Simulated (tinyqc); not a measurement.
Planar ballistic transistor, top-of-the-barrier model: one step of the calculation.

At the top of the source barrier, states moving towards the drain are filled by the source (Fermi level 0) and states moving back by the drain (Fermi level -q Vd); nothing scatters. U is the shift of the band edge there, set by the capacitances CG, CD and CS (the total) and by the charge. Parabolic two-dimensional band; the source is grounded.

Task. Density of states, capacitances and charge at zero bias. N0 = gv m kB T/(pi hbar^2), CG = eps0 eox/tox, vT = sqrt(2 kB T/(pi m)), CS = CG/aG, n0 = n at U = 0 and Vd = 0. eta1 = -(E0 + U)/Vt, eta2 = eta1 - Vd/Vt, n = (N0/2)[F_0(eta1) + F_0(eta2)], F_0(x) = ln(1 + exp x). UL = -(aG Vg + aD Vd).

Values chosen for this exercise; mass and valleys close to those of gallium arsenide: temperature T = 150 K; effective mass m = 0.0683 m0; valley degeneracy gv = 1; relative permittivity of the gate insulator eox = 16; insulator thickness tox = 3.7 nm; gate control CG/CS aG = 0.86; drain control CD/CS aD = 0.028; band edge at the barrier top above the source Fermi level at zero bias E0 = 0.37 eV; gate voltage Vg = 0.4 V; drain voltage Vd = 0.2 V.

Constants: q = 1.602176634e-19 C, kB = 1.380649e-23 J/K, hbar = 1.054571817e-34 J s, m0 = 9.1093837015e-31 kg, Vt = kB T/q, eps0 = 8.8541878128e-14 F/cm where lengths are in cm. Results are converted to the units shown.

Wanted: N0; CG; CS; n0; UL.

Result.

N0 = 3.688e11 cm^-2
CG = 3.829 uF/cm^2
CS = 4.452 uF/cm^2
n0 = 0.1366 cm^-2
UL = -0.3496 eV

tinyqc, about 0.01 s, one thread, Intel Xeon 2.30GHz (shared host): `OMP_NUM_THREADS=1 python tinyqc.py 2400171 2400172 out.jsonl`
